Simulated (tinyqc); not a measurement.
Propagation of a band-gap error through k.p and effective-mass formulas, step by step. Values are carried at full precision from step to step, so a last printed digit may differ when a step is redone from the rounded ones.

Chain, for a gap E (the reference Eg or another value), with Ep and Dso kept: 1/me = 1 + Ep (E + 2 Dso/3)/(E (E + Dso)); g* = 2 - 2 Ep Dso/(3 E (E + Dso)); g1(E) = g1 + (Ep/3)(1/E - 1/Eg), g2(E) = g2 + (Ep/6)(1/E - 1/Eg), light hole 1/(g1 + 2 g2), heavy hole 1/(g1 - 2 g2) along [100]; optical constant ei(E) = 1 + (ei - 1)(EP/(EP + E - Eg))^2, static e0(E) = ei(E) + e0 - ei.

Constants: Ry = 13.60569312 eV; a0 (Bohr radius) = 0.5291772105 angstrom; kB = 8.617333262e-05 eV/K; hbar^2/2m0 = 3.80998211 eV angstrom^2.

Parameters, chosen for this exercise (reference values near those of CdTe, gap at low temperature; shifted at random, so the results belong to these values and not to a real crystal): Eg = 1.577 eV (gap at Gamma to the s-like level); Dso = 0.892 eV (spin-orbit splitting); Ep = 19.2 eV (Kane energy); g1 = 5.27 (Luttinger gamma1); g2 = 1.69 (gamma2); e0 = 10.27 (static dielectric constant); ei = 7.28 (optical dielectric constant); EP = 5.38 eV (mean (Penn) gap); Eg2 = 4.021 eV (a wrong gap, of the size a hybrid with far too much exact exchange can give); mh = 0.49 m0 (density-of-states mass of the holes); T = 400 K (temperature); k = 0.017 1/angstrom (wave vector).

## Masses, g factor and screening for both gaps

Evaluate the chain at Eg and at Eg2.

Band values at the two gaps:
```
quantity      at Eg  at Eg2  ratio
me          0.08541  0.1823  2.134
g*          -0.9324   1.422      -
g1            5.270   2.803  0.532
g2            1.690  0.4567  0.270
light hole   0.1156  0.2691  2.327
heavy hole   0.5291  0.5291  1.000
ei            7.280   3.969  0.545
e0            10.27   6.959  0.678
```

The gap is off by a factor of 2.55; the electron mass follows with 2.13 and the light hole with 2.33, while the heavy hole, which does not couple to the conduction level, keeps its value. The optical constant changes less, by -45 %, as it answers to the mean gap, which shifts by the same +2.44 eV on a base of 5.38 eV. g* moves by +2.35; remote bands, left out here, shift it by tenths or, where it is large, by some per cent.

## Binding energies and densities for both gaps

Donor: R = Ry me/e0^2, a_B = a0 e0/me, Mott density (0.26/a_B)^3. Nc, Nv = 2 (m kT/(4 pi c))^(3/2), c = hbar^2/2m0, ni = sqrt(Nc Nv) exp(-E/2kT). Exciton: Ry mu/e0^2 with 1/mu = 1/me + g1(E). 1 angstrom^-3 = 1e24 cm^-3.

Use the values of the table.

Results:
```
quantity                  at Eg     at Eg2     ratio
R (meV)                   11.02      51.21      4.65
a_B (angstrom)            63.63      20.20     0.317
Mott density (cm^-3)  6.821e+16  2.131e+18      31.2
Nc (cm^-3)            9.643e+17  3.007e+18      3.12
ni (cm^-3)            4.155e+08  2.944e-07  7.09e-16
exciton (meV)             7.598      33.89      4.46
```

Power laws carry the error on: the donor energy (me/e0^2) by a factor of 4.65, the Mott density (cube of me/e0) by 31.2. ni, with its exponential, changes by a factor of 7.09e-16, that is 15.1 decades.

## A scissor shift and what it does not mend

A rigid shift D = Eg - Eg2 of the conduction band restores the gap but leaves the curvature, so the mass stays me(Eg2); redoing the sum 1/m = 1 + Ep (E + 2 Dso/3)/(E (E + Dso)) with E = Eg and the same Ep gives another mass. For optics, eps2 at the edge goes as |p|^2/E^2: a rigid shift keeps the dipole elements p/E, while shifting the energies under unchanged p scales eps2 by (Eg2/Eg)^2.

shift D = -2.444 eV
mass under a rigid shift = 0.1823 m0
mass from the sum with the corrected gap = 0.0854 m0
factor on eps2 if p is left unscaled = 6.501

The rigid shift leaves the mass off by a factor of 2.13. The mass from the corrected gap is the reference me(Eg) here, because the exercise keeps Ep fixed; a real correction of the gap depends on k and changes Ep as well.

## Far from the edge the relative error shrinks

Two-level dispersion E(k) = sqrt(E^2/4 + Ep c k^2) - E/2 at k/4, k, 4k for both gaps, c = hbar^2/2m0.

Energies above the edge:
```
k (1/angstrom)  at Eg (eV)  at Eg2 (eV)  ratio
0.00425             0.0008       0.0003  0.392
0.01700             0.0133       0.0053  0.395
0.06800             0.1913       0.0824  0.431
```

The ratio tends to Eg/Eg2 = 0.39 at k = 0 and goes from 0.392 to 0.431: at large k both curves approach the same slope sqrt(Ep c), while their distance in eV grows towards |Eg - Eg2|/2.

## Checks

- Chain at E = Eg against the inputs g1, g2, ei, e0: they agree to 1e-10 or better.

Program tinyqc; command `OMP_NUM_THREADS=1 python tinyqc.py 1881164 1881165 out.jsonl`; about 0.01 s on one thread of a shared Intel(R) Xeon(R) Processor @ 2.30GHz.
